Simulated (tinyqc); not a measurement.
The 3-omega method: a line heater on a substrate with a thin film: one step, computed by the program tinyqc.

A current at angular frequency omega = 2 pi f heats the line at 2 omega with the amplitude P per length; the temperature swing Delta T at 2 omega gives a voltage at 3 omega. The substrate is taken as semi-infinite and isotropic, and the heat capacity of heater and film is left out.

Problem. Penetration depth. D = kappa/C; q = sqrt(2 i omega/D); penetration depth 1/|q| = sqrt(D/(2 omega)).

Inputs (values chosen for the exercise, modelled on silica on sapphire): substrate conductivity kappa = 34.2 W/(m K); substrate heat capacity C = 3.21 1e6 J/(m^3 K); heater half-width b = 8.4 micrometre; current frequency f = 890 Hz; substrate thickness d_s = 500 micrometre.

Give: diffusivity D; penetration depth; |q| b; penetration depth / d_s.

Solution.

diffusivity D = 10.654 mm^2/s

penetration depth = 30.865 micrometre

|q| b = 0.27216

penetration depth / d_s = 0.061729
